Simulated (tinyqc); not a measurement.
What moves the results: k.p theory built from an empirical-pseudopotential calculation at Gamma. A value that a table varies takes the place of the one given here.

Empirical pseudopotential on the fcc lattice, atoms at +/- tau, tau = a (1,1,1)/8, no spin-orbit coupling. H(G,G') = c (2 pi/a)^2 |k + G|^2 delta + VS(q) cos(q.tau) + i VA(q) sin(q.tau), q = G - G', c = hbar^2/2m0; k and G in units of 2 pi/a; VS at |q|^2 = 3, 8, 11 and VA at 3, 4, 11, in rydberg, zero elsewhere. The basis is fixed: all 113 G with |G|^2 up to Gcut. Energies are counted from the fourth level at Gamma.

k.p in the lowest n states at Gamma: H_nm = (E_n + c k^2) delta + 2 c k.<n|G|m>, k in 1/angstrom; with all states of the basis it is exact.

Empirical pseudopotential on the fcc lattice, atoms at +/- tau, tau = a (1,1,1)/8, no spin-orbit coupling. H(G,G') = c (2 pi/a)^2 |k + G|^2 delta + VS(q) cos(q.tau) + i VA(q) sin(q.tau), q = G - G', c = hbar^2/2m0; k and G in units of 2 pi/a; VS at |q|^2 = 3, 8, 11 and VA at 3, 4, 11, in rydberg, zero elsewhere. The basis holds all G with |G|^2 up to a cut-off. Energies are counted from the fourth level at Gamma.

For a multiplet A of d_A states, W(B) = (4 c/(3 d_A)) sum over n in A, m in B and i = x, y, z of |<n|G_i|m>|^2 (G in 1/angstrom, <n|G_i|m> = sum_G c_n(G)* G_i c_m(G)); the mean inverse mass of A is 1 + sum_B W(B)/(E_A - E_B). Multiplets with W = 0 are left out.

Valence parameters: D(u) = c + 4 c^2 sum_m <n|u.G|m><m|u.G|n'>/(0 - E_m) on the valence triplet, in units of c, has eigenvalues L, M, M along [100] and (L + 2M + 2N)/3, (L + 2M - N)/3 twice along [111]; g1 = -(L + 2M)/3, g2 = -(L - M)/6, g3 = -N/6.

Constants: hbar^2/2m0 = 3.80998211 eV angstrom^2; Ry = 13.60569312 eV.

Inputs chosen for the exercise (near those of Ge; not measured data):
- a = 5.66 angstrom (lattice constant)
- VS = (-0.223, 0.011, 0.061) Ry (symmetric form factors)
- VA = (0, 0, 0) Ry (antisymmetric form factors)
- Gcut = 20 (2 pi/a)^2 (largest |G|^2 of the fixed basis)
- VS3 = -0.223 Ry
- VS8 = 0.011 Ry
- VS11 = 0.061 Ry
- VA3 = 0 Ry
- VA4 = 0 Ry
- VA11 = 0 Ry

## How many bands a k.p model needs: band 5 from Gamma to L

Band 5 (counted from below) at k = f (0.5, 0.5, 0.5) 2 pi/a; n ends on whole multiplets.

Energies (eV):
```
f      n = 8  n = 15  n = 27  n = 113 (exact)
0.000  1.392   1.392   1.392            1.392
0.125  1.892   1.872   1.871            1.871
0.250  2.419   2.078   2.073            2.072
0.375  2.842   1.857   1.845            1.842
0.500  3.309   1.573   1.554            1.547
0.625  3.868   1.332   1.303            1.291
0.750  4.535   1.160   1.119            1.102
0.875  5.314   1.069   1.011            0.987
1.000  6.208   1.061   0.983            0.949
```

With n = 8 the band stays within 0.05 eV of the exact one up to f = 0.125 (error at L: +5.259 eV). With n = 15 the band stays within 0.05 eV of the exact one up to f = 0.625 (error at L: +0.112 eV). With n = 27 the band stays within 0.05 eV of the exact one over the whole line (error at L: +0.034 eV). A smaller basis can only raise a level. The exact band has its minimum on these points at f = 1.000; n = 8 puts it at f = 0.000.

## Convergence with the plane-wave basis

E_s is the lowest empty singlet, Ep its W to the valence triplet, m its mass.

Results:
```
cut-off  plane waves  E_s (eV)  Ep (eV)  m (m0)    g1    g2    g3
8                 27     1.227    20.03  0.0579  7.76  2.27  3.29
11                51     1.391    20.00  0.0652  7.03  2.04  2.89
12                59     1.415    19.99  0.0663  7.05  1.97  2.88
16                65     1.415    19.99  0.0663  7.07  1.97  2.88
19                89     1.406    20.01  0.0658  7.09  1.99  2.90
20               113     1.392    20.02  0.0652  7.13  2.01  2.92
24               137     1.393    20.02  0.0652  7.13  2.01  2.92
```

Against the last row, E_s errs most, by -0.165 eV, at cut-off 8, and by 0.000 eV in the last row but one. Ep varies by 0.2 % over the table and m by 12.9 %: the mass, near E_s/Ep, inherits the errors of both. Local form factors fix the converged values only roughly. The gap is a difference of two levels, so it need not converge steadily, and here it does not.

## What each form factor does (empirical-pseudopotential levels)

Lowest empty singlet and triplet at Gamma and the valence width there (fixed basis); lowest empty level at X = (1,0,0) and L = (1/2,1/2,1/2) from the valence top, these levels and that top with all |k + G|^2 up to 21. Singlet and triplet count orbital degeneracy. VS3 is VS at |q|^2 = 3, and so on. The row for a keeps the form factors fixed, so it is no model of a real expansion, which changes them too. Each row changes one parameter from the base and keeps the others.

Results:
```
case                singlet (eV)  triplet (eV)  X (eV)  L (eV)  width (eV)
base                       1.392         3.409   1.030   0.948      11.976
a = 5.717 angstrom         1.404         3.432   1.154   1.024      11.694
VS3 = -0.233 Ry            1.303         3.551   1.275   1.047      11.937
VS8 = 0.001 Ry             0.871         3.461   0.943   0.695      12.087
VS11 = 0.051 Ry            0.838         3.173   0.755   0.568      12.182
VA3 = 0.03 Ry              1.444         3.441   0.759   0.957      11.985
VA4 = 0.03 Ry              1.349         3.504   0.621   1.008      11.978
VA11 = 0.03 Ry             1.249         3.365   0.694   0.872      11.995
```

The largest shifts from the base row, up to three for each result and ties (the steps differ in size, so this ranks the rows, not the parameters). singlet (eV): VS11 -0.555, VS8 -0.522, VA11 -0.143. triplet (eV): VS11 -0.235, VS3 +0.142, VA4 +0.096. X (eV): VA4 -0.410, VA11 -0.337, VS11 -0.276. L (eV): VS11 -0.379, VS8 -0.252, VS3 +0.100. width (eV): a -0.282, VS11 +0.206, VS8 +0.111. In a diamond crystal a small VA enters the levels at Gamma and L only in second order, by symmetry, but splits the degenerate pair at X in first order.

(tinyqc, `OMP_NUM_THREADS=1 python tinyqc.py 1080808 1080809 out.jsonl`, Intel(R) Xeon(R) Processor @ 2.30GHz, 1 thread, shared host, about 0.7 s.)
